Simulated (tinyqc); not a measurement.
The best anneal temperature for the time t: solubility, supersaturation, precipitation and gettering of an impurity in a silicon-like host. Computed by tinyqc, a small Python program. Command: `OMP_NUM_THREADS=1 python tinyqc.py 3000506 3000507 out.jsonl ripen walk`. One thread of a shared host (Intel(R) Xeon(R) Processor @ 2.30GHz), about 0.01 s of CPU time with the checks.

The wafer was saturated at T1 and is then held at T.

Inputs (values chosen for the exercise, modelled on copper in silicon):

| quantity | value | unit |
|---|---|---|
| site density N0 | 5e+22 | 1/cm^3 |
| enthalpy of solution H | 1.47 | eV |
| entropy of solution S | 2.5 | k_B |
| diffusion prefactor D0 | 0.0051 | cm^2/s |
| migration energy Q | 0.423 | eV |
| temperature of saturation T1 | 1300 | K |
| anneal temperature T | 807 | K |
| sink density n | 1.8e+09 | 1/cm^3 |
| initial sink radius r0 | 93 | nm |
| impurity density in the precipitate C_p | 3.6e+22 | 1/cm^3 |
| interface energy gamma | 0.5 | J/m^2 |
| anneal time t | 2.5 | s |

Constants: k_B = 8.617333262e-05 eV/K; k_B = 1.380649e-23 J/K.

Method:
- C_eq(T) = N0 exp(S/k_B - H/(k_B T)); D(T) = D0 exp(-Q/(k_B T)); C0 = C_eq(T1). Supersaturation s = C0/C_eq(T); critical radius r* = 2 gamma/(C_p k_B T ln s); barrier W* = (4 pi/3) gamma r*^2. Strain energy is left out.
- r_f = [r0^3 + 3 (C0 - C_eq)/(4 pi n C_p)]^(1/3), tau_f = 1/(4 pi n r_f D).
- Growing sinks: with y = r/r_f and y0 = r0/r_f, dy/dt = (1 - y^3)/(3 tau_f y), which integrates to t/tau_f = F(y) - F(y0), F(y) = (1/2) ln[(1 + y + y^2)/(1 - y)^2] - sqrt(3) arctan[(2y + 1)/sqrt(3)]; the share of the excess left is (1 - y^3)/(1 - y0^3), and C(t) = C_eq + (C0 - C_eq) x share.

C0 = 1.21865e+18 1/cm^3

Dissolved share after t:

| T (K) | C_eq/C0 | tau_f (s) | C(t)/C0 |
|---|---|---|---|
| 585 | 1.0833e-07 | 2.1920 | 4.3499e-01 |
| 676 | 5.4897e-06 | 0.7084 | 4.5410e-02 |
| 780 | 1.5878e-04 | 0.2690 | 3.0322e-04 |
| 884 | 2.0807e-03 | 0.1284 | 2.0807e-03 |
| 988 | 1.5862e-02 | 0.0718 | 1.5862e-02 |
| 1092 | 8.2131e-02 | 0.0456 | 8.2131e-02 |
| 1183 | 2.7314e-01 | 0.0344 | 2.7314e-01 |
| 1248 | 5.7883e-01 | 0.0318 | 5.7883e-01 |

What follows from these numbers?

The lowest dissolved share among these rows is 3.0e-4 at 780 K. Above it solubility sets the floor; below it diffusion is too slow for this time. Solubility falls with H = 1.47 eV and diffusion with Q = 0.423 eV. Caution: the barrier to homogeneous nucleation is below 35 k_B T for these inputs, so new precipitates would form and outnumber the fixed sinks assumed here.

Extremes, crossings and ranges named in words are read from the listed rows.
